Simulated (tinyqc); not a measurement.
## Threshold-voltage variability of a planar MOSFET, analytic estimates: a gate of 4 grains

Three independent sources add in quadrature: random dopants in the depleted layer, metal-gate grains of two orientations, and roughness of the two gate edges acting through the roll-off VT = VT(long) - Vr exp(-L/l). These are first-order estimates: no three-dimensional electrostatics, no percolation.

Each of 4 equal grains has the higher work function with probability p; the threshold shift is dW (j/4 - p) for j such grains, and the off current changes by exp(-shift/(n Vt)).

Parameters, values chosen for the exercise; material values close to those of germanium:
- T = 325 K (temperature)
- dW = 0.2 eV (work-function difference of the two grain orientations)
- p = 0.3 (share of the orientation of higher work function)
- n = 1.37 (subthreshold factor)

Constants: q = 1.602176634e-19 C, kB = 1.380649e-23 J/K, Vt = kB T/q. Results are converted to the units shown.

Distribution:

| j | probability | shift (mV) | Ioff factor | probability x factor |
|---|---|---|---|---|
| 0 | 0.2401 | -60.0 | 4.777 | 1.147 |
| 1 | 0.4116 | -10.0 | 1.298 | 0.5342 |
| 2 | 0.2646 | 40.0 | 0.3526 | 0.09329 |
| 3 | 0.07560 | 90.0 | 0.09578 | 0.007241 |
| 4 | 0.008100 | 140.0 | 0.02602 | 2.108e-4 |

What do the numbers show?

The standard deviation is dW sqrt(p (1 - p)/4) = 45.8 mV. The mean off current is 1.78 times the nominal one; the log-normal formula exp(s^2/(2 (n Vt)^2)) gives 2.04. Devices with j = 0, 24 % of all, carry 64 % of the mean leakage.

Numbers from tinyqc (`OMP_NUM_THREADS=1 python tinyqc.py 2090079 2090080 out.jsonl`; about 0.01 s on one thread of a shared Intel Xeon 2.30GHz).
